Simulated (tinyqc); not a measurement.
The whole curve: space-charge-limited current through a thin insulating or semi-insulating film with traps. Computed by tinyqc, a small Python program. Command: `OMP_NUM_THREADS=1 python tinyqc.py 3027632 3027633 out.jsonl sclc walk`. One thread of a shared host (Intel(R) Xeon(R) Processor @ 2.30GHz), about 0.01 s of CPU time with the checks.

One ohmic injecting contact at x = 0 (field zero), drift only, non-degenerate free carriers.

Inputs (values chosen for the exercise, modelled on amorphous silicon):

| quantity | value | unit |
|---|---|---|
| permittivity eps | 11.8 | - |
| band mobility mu | 3.8 | cm^2/(V s) |
| effective density of states N_c | 2e+20 | 1/cm^3 |
| trap density N_t | 2.5e+17 | 1/cm^3 |
| equilibrium Fermi level below the band edge, E_0 | 0.73 | eV |
| thickness d | 130 | nm |
| free density at the anode, in units of N_c | 2.6e-09 | - |
| temperature T | 300 | K |
| trap level E_t below the band edge | 0.36 | eV |

Traps: single level.

Constants: k_B = 8.617333262e-05 eV/K; e = 1.602176634e-19 C; eps_0 = 8.8541878128e-12 F/m.

Method:
- Free density n_0 = N_c exp(-E_0/k_B T) in equilibrium; trapped density n_t(n) = N_t/(1 + n_1/n), n_1 = N_c exp(-E_t/k_B T).
- theta = n/(n + n_t) at the anode density; trap-filled-limit voltage V_TFL = e (N_t - n_t(n_0)) d^2/(2 eps eps_0).
- J = e mu n F and (eps eps_0/e) dF/dx = n - n_0 + n_t(n) - n_t(n_0) = rho(n). With F = J/(e mu n): d = (eps eps_0 J/(e^2 mu)) I_1 and V = (eps eps_0 J^2/(e^3 mu^2)) I_2, I_k = int_(n_L)^infinity dn/(n^(k+1) rho(n)), n_L the density at the anode; with u = n_L/n, 200 Gauss-Legendre points in t, u = 1 - (1 - t)^2.
- The last column is d ln J/d ln V up to the next row.

V_TFL = 3.23949 V

Current against voltage:

| n_L (1/cm^3) | V (V) | J (A/cm^2) | slope |
|---|---|---|---|
| 1.10e+08 | 9.1513e-07 | 5.3785e-12 | 1.642 |
| 1.10e+09 | 4.9964e-05 | 3.8276e-09 | 1.980 |
| 1.10e+10 | 5.2755e-04 | 4.0734e-07 | 1.999 |
| 1.00e+11 | 4.8148e-03 | 3.3830e-05 | 2.006 |
| 9.80e+11 | 4.6640e-02 | 3.2196e-03 | 2.061 |
| 9.40e+12 | 4.0076e-01 | 2.7106e-01 | 2.524 |
| 9.10e+13 | 1.9094e+00 | 1.3949e+01 | 5.809 |
| 8.70e+14 | 3.1251e+00 | 2.4402e+02 | 11.613 |
| 8.40e+15 | 3.8617e+00 | 2.8500e+03 | 4.551 |
| 8.10e+16 | 7.0858e+00 | 4.5147e+04 | 2.448 |
| 7.80e+17 | 3.1832e+01 | 1.7851e+06 | 2.060 |
| 7.50e+18 | 2.6418e+02 | 1.3957e+08 | - |

What follows from these numbers?

The slope starts at 1.64, peaks at 11.6 between 3.13 and 3.86 V and ends at 2.06. Rows below 0.26 V (10 k_B T/e) are formal, since diffusion from the contact rules there. Self-heating is left out, although J V exceeds 1e5 W/cm^2 at the last row. The last rows ignore velocity saturation (mu V/d above 1e7 cm/s). Rows above 39.0 V are formal, since the mean field exceeds 3 MV/cm and breakdown sets in. The steep part is the filling of the level near V_TFL = 3.24 V, from which N_t can be read; below it a slope near 2, where the rows show one, belongs to the square law scaled by theta.

Extremes, crossings and ranges named in words are read from the listed rows.
